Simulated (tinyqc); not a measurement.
# Schottky diode by thermionic emission with image-force lowering and series resistance: effect of the doping on the lowering

Metal on an n-type semiconductor with one parabolic valley; V > 0 is forward bias (metal positive). I = I0 [exp(Vj/(n Vt)) - 1] with Vj = V - I Rs; I0 = S A* T^2 exp(-(phi - dphi)/Vt), the lowering dphi taken at zero bias.

A* = 4 pi q me m0 kB^2/h^3 (times 1e-4 for A/(cm^2 K^2)); Nc = 2 (2 pi me m0 kB T/h^2)^1.5 (times 1e-6 for cm^-3); xi = Vt ln(Nc/Nd), Vbi = phi - xi; surface field Em = sqrt(2 q Nd (Vbi - V - Vt)/(eps0 eps_r)); dphi = sqrt(q Em/(4 pi eps0 eps_r)). Here V = 0 in Em.

Parameters, values chosen for the exercise; band and dielectric values close to those of silicon:
- T = 200 K (temperature)
- me = 0.259 m0 (electron mass)
- eps_r = 11.5 (relative permittivity)
- phi = 0.6 eV (barrier height seen from the metal)
- S = 0.0066 cm^2 (area)

Constants: q = 1.602176634e-19 C, kB = 1.380649e-23 J/K, h = 6.62607015e-34 J s, m0 = 9.1093837015e-31 kg, Vt = kB T/q, eps0 = 8.8541878128e-14 F/cm where lengths are in cm. Results are converted to the units shown.

Effect of the doping on the lowering:
```
Nd (cm^-3)	Vbi (V)	Em (kV/cm)	dphi (meV)	I0 (A)
1.2e14	0.4343	3.968	7.049	9.397e-12
3.7e14	0.4537	7.129	9.448	1.080e-11
1.1e15	0.4725	12.55	12.54	1.292e-11
3.3e15	0.4914	22.19	16.67	1.642e-11
1e16	0.5105	39.40	22.21	2.265e-11
3.1e16	0.5300	70.73	29.76	3.510e-11
9.2e16	0.5487	124.0	39.41	6.145e-11
2.8e17	0.5679	220.3	52.52	1.315e-10
```

dphi rises from 7.05 to 52.5 meV, as Nd^(0.26) (1/4 at fixed Vbi), and I0 grows by a factor of 14.0. Emission limits the current only if the drift velocity at the surface is well above A* T^2/(q Nc) = 4.32e6 cm/s; with a mobility of 1330 cm^2/(V s) it is less than three times that in 2 of the rows, where I0 is overstated.

Range of the model: One isotropic valley is assumed; bands with several valleys have a larger Richardson constant and Nc.

tinyqc, about 0.01 s, one thread, Intel Xeon 2.30GHz (shared host): `OMP_NUM_THREADS=1 python tinyqc.py 2640005 2640006 out.jsonl`
